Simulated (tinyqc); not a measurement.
Nucleation and growth against temperature: classical nucleation, growth and JMAK kinetics of crystallisation from a melt or glass. Computed by tinyqc, a small Python program. Command: `OMP_NUM_THREADS=1 python tinyqc.py 3009982 3009983 out.jsonl nucl walk`. One thread of a shared host (Intel(R) Xeon(R) Processor @ 2.30GHz), about 0.01 s of CPU time with the checks.

A spherical nucleus with a sharp interface of isotropic energy gamma; lambda = Omega^(1/3) is the jump distance.

Inputs (values chosen for the exercise, for a model substance):

| quantity | value | unit |
|---|---|---|
| melting point T_m | 1470 | K |
| heat of melting per volume H | 717 | J/cm^3 |
| interface energy gamma | 0.0794 | J/m^2 |
| atomic volume Omega | 29 | angstrom^3 |
| diffusion prefactor D0 | 3.9e-05 | m^2/s |
| activation energy Q | 1.7 | eV |

Nucleation: homogeneous. Driving force: Turnbull (linear).

Constants: k_B = 1.380649e-23 J/K; k_B = 8.617333262e-05 eV/K.

Method:
- Driving force per volume: dG = H (T_m - T)/T_m.
- Shape factor f = 1.
- W(r) = f [4 pi r^2 gamma - (4/3) pi r^3 dG]; r* = 2 gamma/dG; W* = f 16 pi gamma^3/(3 dG^2); n* = f (4/3) pi r*^3/Omega.
- D = D0 exp(-Q/(k_B T)); attachment rate k+ = (A*/lambda^2) D/lambda^2 with A* = 4 pi r*^2; Zeldovich factor Z = sqrt(W*/(3 pi k_B T))/n*; sites per volume N = 1/Omega; I = N Z k+ exp(-W*/(k_B T)); lag time = 1/(4 pi Z^2 k+).
- Growth (Wilson-Frenkel): u = (D/lambda) [1 - exp(-dG Omega/(k_B T))].
- JMAK with steady nucleation and growth, nuclei spread at random: extended fraction X_e = (pi/3) I u^3 t^4, X = 1 - exp(-X_e); t_X = [-3 ln(1 - X)/(pi I u^3)]^(1/4); final grains per volume = Gamma(5/4) (3/pi)^(1/4) (I/u)^(3/4), Gamma(5/4) = 0.9064024771.
- Grain size = (grains per volume)^(-1/3). Rows are kept where W*/(k_B T) < 70.

Rates:

| T (K) | W*/(k_B T) | I (1/(m^3 s)) | u (m/s) | t_0.5 (s) | grain size (micrometre) |
|---|---|---|---|---|---|
| 735 | 6.431 | 8.6994e+28 | 1.7941e-07 | 0.0060248 | 1.2430e-03 |
| 809 | 7.224 | 4.3696e+29 | 1.8485e-06 | 0.0006998 | 1.4876e-03 |
| 882 | 8.373 | 9.9770e+29 | 1.2141e-05 | 0.0001388 | 1.9374e-03 |
| 956 | 10.110 | 9.5351e+29 | 5.8686e-05 | 0.0000430 | 2.9053e-03 |
| 1029 | 12.759 | 2.8079e+29 | 2.1287e-04 | 0.0000222 | 5.4429e-03 |
| 1102 | 17.110 | 1.2465e+28 | 6.1801e-04 | 0.0000218 | 1.5478e-02 |
| 1176 | 25.120 | 1.2359e+25 | 1.4867e-03 | 0.0000635 | 1.0863e-01 |
| 1250 | 42.205 | 1.2302e+18 | 2.9306e-03 | 0.0021502 | 7.2467e+00 |

What does the comparison show, and why?

Among these rows I peaks at 882 K, u at 1250 K and the change is fastest at 1102 K, between the two. Growth has no barrier W*, so it peaks nearer T_m than nucleation. The grain size goes as (u/I)^(1/4), from 0.0012 micrometre at the lowest T to 7.2 at the highest. Caution: in the coldest rows the nucleus has under 20 atoms or the barrier is under 10 k_B T, where the capillary model and steady rates are only a guide. Caution: in some rows the lag time is not small against the half time, so steady nucleation overstates the speed there.

Extremes, crossings and ranges named in words are read from the listed rows.
